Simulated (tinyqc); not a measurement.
From results back to parameters: shallow acceptor in the spherical four-band model. Two cases, with inputs chosen for the exercise.

Problem. The binding energy of the ground state was computed from a hidden mu.

The ground state 1S3/2 has an L = 0 part f(r) and an L = 2 part g(r). In units of Ry* and a*, with Gaussians f_i = exp(-a_i r^2), g_i = r^2 exp(-a_i r^2), A = a_i + a_j and I(n) = Gamma((n + 1)/2)/(2 A^((n + 1)/2)): S_ff = I(2), S_gg = I(6), H_ff = (6 a_i a_j/A) I(2) - 2 I(1), H_gg = (14 a_i a_j/A) I(6) - 2 I(5), H_fg = -mu [15 I(2) - 20 a_j I(4) + 4 a_j^2 I(6)]; each function is then normalised. The split-off band is left out.

Converged values use 22 exponents 2.2^i, i = -7 to 14, for f and for g.

Case 1.

Ry* = 11.551 meV
binding energy = 24.072 meV

Case 2.

Ry* = 27.333 meV
binding energy = 34.140 meV

Find: binding in Ry*; mu; heavy/light mass ratio (1 + mu)/(1 - mu).

Solution. The binding in Ry* rises steadily with mu, so bisection finds one value.

Case 1.

binding in Ry* = 2.084
mu = 0.741
heavy/light mass ratio (1 + mu)/(1 - mu) = 6.7

Case 2.

binding in Ry* = 1.249
mu = 0.466
heavy/light mass ratio (1 + mu)/(1 - mu) = 2.7

Computed by tinyqc, one run a case: `OMP_NUM_THREADS=1 python tinyqc.py N N+1 out.jsonl` with N = 1252017, 1252022; one thread of a shared Intel(R) Xeon(R) Processor @ 2.30GHz, about 0.05 s a run at most.
